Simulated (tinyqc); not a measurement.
Tuning the antireflection layer: standing waves and exposure in a photoresist film.

Normal incidence from air. Unexposed resist: N1 = n1 + i k1 with k1 = (A + B) lam/(4 pi), lam in micrometres. r01 = (1 - N1)/(1 + N1), t01 = 2/(1 + N1). Below the resist lie the layer Na = na + i ka and the substrate Ns = ns + i ks: r12 = (r1a + ras x)/(1 + r1a ras x), x = exp(4 pi i Na da/lam), r1a = (N1 - Na)/(N1 + Na), ras = (Na - Ns)/(Na + Ns). With p = exp(2 pi i N1 d/lam), the field at depth z is E(z) = t01 [exp(2 pi i N1 z/lam) + r12 p^2 exp(-2 pi i N1 z/lam)]/(1 + r01 r12 p^2), the relative intensity I(z) = n1 |E(z)|^2 and the reflectance R = |(r01 + r12 p^2)/(1 + r01 r12 p^2)|^2.

Inputs chosen for the exercise (a resist on W, indices near tabulated ones; not measured data): lam = 365 nm (vacuum wavelength); n1 = 1.703 (resist index); A = 0.86 1/micrometre (bleachable absorption (Dill A)); B = 0.09 1/micrometre (fixed absorption (Dill B)); d = 1103 nm (resist thickness); ns = 3.371 (substrate n); ks = 2.329 (substrate k); na = 1.752 (n of the bottom antireflection layer); ka = 0.318 (its k).

da takes the values listed; the contrast is (Imax - Imin)/(Imax + Imin) over the lowest period of the resist (60 depths).

Results:
```
da (nm)  |r12|^2  contrast
0         0.2581     0.758
10        0.2447     0.749
20        0.2066     0.710
30        0.1517     0.635
40        0.0954     0.526
50        0.0510     0.424
60        0.0244     0.311
75        0.0160     0.264
90        0.0297     0.350
110       0.0453     0.362
140       0.0216     0.252
```

|r12|^2 starts at 0.2581 and is lowest, 0.0160, at 75 nm of those listed, where the contrast is 0.264 against 0.758. The contrast follows 2|r|/(1 + |r|^2), so even |r12|^2 = 0.01 leaves about 0.2. No listed thickness brings |r12|^2 below 0.01.

tinyqc: `OMP_NUM_THREADS=1 python tinyqc.py 1682241 1682242 out.jsonl`; about 0.01 s, one thread, shared Intel(R) Xeon(R) Processor @ 2.30GHz.
